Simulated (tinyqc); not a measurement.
From results back to parameters: propagation of a band-gap error through k.p and effective-mass formulas. Three cases, with inputs chosen for the exercise.

Problem. A calculation returned the electron mass below. With 1/me = 1 + Ep (E + 2 Dso/3)/(E (E + Dso)) and the given Ep and Dso, which gap E did it have, and by what factor is exp(-E/2kT) off against the gap Eg?

Constants: kB = 8.617333262e-05 eV/K.
Find: X = 1/me - 1; E; log10 of the factor.
Method. X E^2 + (X Dso - Ep) E - (2/3) Ep Dso = 0 has one positive root; the factor is exp((Eg - E)/2kT).

Case 1.

Values chosen (reference values near those of CdTe, gap at low temperature; not measured data):
- Eg = 1.595 eV (gap at Gamma to the s-like level)
- Dso = 0.927 eV (spin-orbit splitting)
- Ep = 18.7 eV (Kane energy)
- T = 77 K (temperature)

me = 0.0510518 m0

Solution.

X = 1/me - 1 = 18.588
E = 0.829 eV
log10 of the factor = 25.07

Case 2.

Values chosen (reference values near those of CdTe, gap at low temperature; not measured data):
- Eg = 1.603 eV (gap at Gamma to the s-like level)
- Dso = 0.907 eV (spin-orbit splitting)
- Ep = 18.5 eV (Kane energy)
- T = 300 K (temperature)

me = 0.0376927 m0

Solution.

X = 1/me - 1 = 25.530
E = 0.577 eV
log10 of the factor = 8.62

Case 3.

Values chosen (reference values near those of GaAs, gap at low temperature; not measured data):
- Eg = 1.535 eV (gap at Gamma to the s-like level)
- Dso = 0.338 eV (spin-orbit splitting)
- Ep = 25.3 eV (Kane energy)
- T = 400 K (temperature)

me = 0.0244109 m0

Solution.

X = 1/me - 1 = 39.965
E = 0.553 eV
log10 of the factor = 6.19

Computed by tinyqc, one run a case: `OMP_NUM_THREADS=1 python tinyqc.py N N+1 out.jsonl` with N = 1850273, 1850275, 1850287; one thread of a shared Intel(R) Xeon(R) Processor @ 2.30GHz, about 0.01 s a run at most.
